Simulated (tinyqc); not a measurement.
Composition of the buffer: band edges of strained Si(1-x)Ge(x) on relaxed Si(1-y)Ge(y).

Values are linear in the Ge fraction but for ED(x) = linear - CD x (1 - x) and a(x) = linear - Ca x (1 - x). Energies are on the common scale of Ev.

Coherent growth on a (111) face: e_par = (a(y) - a(x))/a(x), e_perp = -(2 C11 + 4 C12 - 4 C44)/(C11 + 2 C12 + 4 C44) e_par; exx = eyy = ezz = (2 e_par + e_perp)/3 and exy = eyz = ezx = (e_perp - e_par)/3.

A valley with unit axis u lies at Ev + gap + (av + a_valley) tr(e) + Xu (u.e.u - tr(e)/3); the Delta axes are x, y, z and the L axes [111], [1-1-1], [-11-1], [-1-11]. The second-order shift of the Delta valleys under shear is left out; it lowers the pair normal to the sheared plane by tens of meV at a shear of 1 %.

Valence edges: Ev plus the levels of the 6 x 6 matrix of X, Y, Z times spin with -Dso/3 + l exx + m (eyy + ezz) on the diagonal (cyclic), n exy off it, l = av + 2 b, m = av - b, n = sqrt(3) d. Spin-orbit term (Dso/3) L.sigma on X, Y, Z with (L_k)_ij = -i epsilon_kij: <X+|H|Y+> = -i Dso/3, <X+|H|Z-> = Dso/3, <Y+|H|Z-> = -i Dso/3, <Z+|H|X-> = -Dso/3, <Z+|H|Y-> = i Dso/3, <X-|H|Y-> = i Dso/3, and their conjugates; + and - are the spin along z.

Values chosen for the exercise (end members near Si and Ge, in this order; not measured data): a = (5.438, 5.659) angstrom (lattice constant); Dso = (0.045, 0.29) eV (spin-orbit splitting); av = (2.45, 1.22) eV (valence hydrostatic potential); b = (-2.09, -2.56) eV (tetragonal shear potential); d = (-4.79, -5.29) eV (trigonal shear potential); C11 = (167.7, 129.4) GPa; C12 = (63.9, 48.9) GPa; C44 = (80, 67.8) GPa; Ev = (0, 0.63) eV (top of the unstrained valence band); ED = (1.16, 0.913) eV (gap to the Delta valleys); EL = (2.012, 0.73) eV (gap to the L valleys); aD = (1.78, 1.32) eV (hydrostatic potential of the Delta gap); aL = (-3.03, -3.04) eV (hydrostatic potential of the L gap); XuD = (9.41, 9.72) eV (uniaxial potential, Delta); XuL = (15.75, 15.11) eV (uniaxial potential, L); CD = 0.204 eV (bowing of the Delta gap); Ca = 0 angstrom (bowing of the lattice constant); face = 111 (growth face); x = 0 (Ge fraction of the layer).

The layer is kept. dEc = Ec(buffer) - Ec(layer), dEv = Ev(layer) - Ev(buffer); buffer edges Ev(y) and Ev(y) + min(ED, EL). The digit behind Delta or L counts whole valleys.

Results:
```
y,e_par (%),lowest valleys,gap (eV),next valleys above (meV),valence splitting (meV),dEc (eV),dEv (eV)
0.08,0.33,Delta6,1.151,778,31,-0.006,-0.020
0.16,0.65,Delta6,1.137,705,67,-0.009,-0.035
0.24,0.98,Delta6,1.121,631,105,-0.010,-0.048
0.31,1.26,Delta6,1.107,567,138,-0.008,-0.059
0.39,1.58,Delta6,1.091,493,177,-0.004,-0.072
0.47,1.91,Delta6,1.074,420,215,0.003,-0.084
0.55,2.24,Delta6,1.057,346,254,0.013,-0.096
```

The gap is 1.151 eV in the first row and 1.057 eV in the last. The lowest valleys are Delta6 throughout. Per 0.1 of y the valence offset moves by -16 meV on average; the conduction offset lies between -10 and +13 meV, not monotonically. Both carriers sit on one side for y = 0.08, 0.16, 0.24, 0.31 and 0.39, and on opposite sides elsewhere. Offsets below about 30 meV are within the spread of parameter sets, so those rows do not settle the type. Strains above 2 % can be kept only in layers of a few nanometres.

tinyqc: `OMP_NUM_THREADS=1 python tinyqc.py 1080830 1080831 out.jsonl`; about 0.02 s, one thread, shared Intel(R) Xeon(R) Processor @ 2.30GHz.
